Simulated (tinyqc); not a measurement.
Double quantum well by finite differences: sweeps and comparisons. A value that a table varies takes the place of the one given here.

Finite differences on points z_i at the centres of cells of width h: H_ii = (c/h^2)(1/m_(i-1/2) + 1/m_(i+1/2)) + V_i, H_(i,i+1) = -(c/h^2)/m_(i+1/2), where m_(i+1/2) is the mean of the masses at the two points (the end values are repeated outwards), psi = 0 on the points beyond both ends, c = hbar^2/2m0. The field adds e F (z - z0) with z0 the middle of the structure; 1 kV/cm = 1e-5 eV/angstrom.

Constants: hbar^2/2m0 = 3.80998211 eV angstrom^2.

Values chosen for the exercise (near those of an InGaAs well in InAlAs; shifted at random, so the results belong to these values and not to a real crystal):
```
symbol  value                                                                                            unit      meaning
layers  ((57, 0.535, 0.0715), (76, 0, 0.041), (19, 0.535, 0.0715), (95, 0, 0.041), (57, 0.535, 0.0715))            each layer: thickness in angstrom, band edge in eV, mass in m0
hf      1.1875                                                                                           angstrom  cell width of the fine grid
Fs      (0, 16.7, 33.3, 50, 66.7, 83.3, 100)                                                             kV/cm     fields
F       72                                                                                               kV/cm     field along z
ws      (4.75, 9.5, 14.25, 19, 28.5, 38, 57)                                                             angstrom  widths of the middle barrier
```

## Stark shift

Fine grid. Perturbation theory: dE1 = e F z_11 - beta (e F)^2 with beta = sum_j z_1j^2/(E_j - E_1) over the 13 next levels at zero field, z from z0.

Levels against field:
```
F (kV/cm)  E1 (eV)  E2 (eV)  dE1 (meV)  second order (meV)  <z - z0> (angstrom)  E2 - E1 (meV)
0           0.0531   0.0760       0.00                0.00                 40.8           22.8
16.7        0.0580   0.0694       4.91                5.96                  7.0           11.4
33.3        0.0537   0.0718       0.56               10.19                -47.1           18.1
50.0        0.0449   0.0783      -8.21               12.74                -55.5           33.3
66.7        0.0354   0.0851     -17.69               13.57                -57.8           49.7
83.3        0.0257   0.0920     -27.39               12.69                -59.0           66.2
100         0.0158   0.0987     -37.31               10.10                -59.8           82.8
```

z_11 = 40.84 angstrom
beta = 3.074e+04 angstrom^2/eV

The state sits +40.8 angstrom off the middle at zero field, so the shift starts linearly in F. At 100 kV/cm E1 has moved by -37.31 meV, where second order gives +10.10 meV; the two first part by more than 10 % at 16.7 kV/cm. The electron moves by -100.7 angstrom, against the rise of the potential. E2 - E1 has its smallest listed value inside the range; the ends are 22.8 and 82.8 meV.

## Order of mass and momentum

Fine grid. Hermitian kinetic operators m^a p m^b p m^a with 2a + b = -1: H_ii = (c/h^2) m_i^(2a) (m_(i-1/2)^b + m_(i+1/2)^b) + V_i, H_(i,i+1) = -(c/h^2) m_i^a m_(i+1)^a m_(i+1/2)^b; BenDaniel-Duke is a = 0. The halved form has H_ii = 2c/(h^2 m_i) + V_i and H_(i,i+1) = -(c/2h^2)(1/m_i + 1/m_(i+1)). The shifts are measured against BenDaniel-Duke; the last column repeats E1 with cells of hf/4.

Levels (eV):
```
operator                            E1      E2  E1 - E1(BDD) (meV)  E1 at hf/4
BenDaniel-Duke                  0.0324  0.0873                 0.0      0.0324
(1/m) p^2 + p^2 (1/m), halved   0.0043  0.0673               -28.1     -0.9788
m^(-1/2) p^2 m^(-1/2)           0.0542  0.1014                21.8      0.0543
m^(-1/4) p m^(-1/2) p m^(-1/4)  0.0434  0.0945                11.0      0.0435
one mass, the smallest          0.0421  0.0948                 9.8      0.0422
```

The three forms m^a p m^b p m^a span 21.8 meV in E1, 40 % of E2 - E1; they differ only at the mass steps (largest to smallest mass 1.74), where m^a psi is the continuous quantity. Dropping the mass step altogether moves E1 by +9.8 meV. Refining the grid moves the halved form by -983.1 meV, against at most 0.10 meV for the other three: at an abrupt step it has no limit as the grid is refined.

## Middle barrier of the double well

Fine grid, zero field, the third layer set to each width in turn. kappa = sqrt(m (V - E)/c) in that layer at the mean of E1 and E2 of the last row.

Splitting:
```
width (angstrom)  E1 (eV)  E2 (eV)  E2 - E1 (meV)  ln(E2 - E1)
4.75               0.0385   0.0825          43.96        3.783
9.50               0.0470   0.0791          32.11        3.469
14.25              0.0512   0.0771          25.86        3.253
19.00              0.0531   0.0760          22.83        3.128
28.50              0.0543   0.0752          20.88        3.039
38.00              0.0546   0.0751          20.54        3.022
57.00              0.0546   0.0751          20.47        3.019
```

kappa = 0.0939 1/angstrom

The splitting falls from 44.0 to 20.47 meV; the last slope of its logarithm is -0.0002 per angstrom, far from -kappa = -0.0939: the wells differ in width, so E2 - E1 levels off at the detuning of the two single-well levels.

Program tinyqc; command `OMP_NUM_THREADS=1 python tinyqc.py 1281457 1281458 out.jsonl`; about 0.04 s on one thread of a shared Intel(R) Xeon(R) Processor @ 2.30GHz.
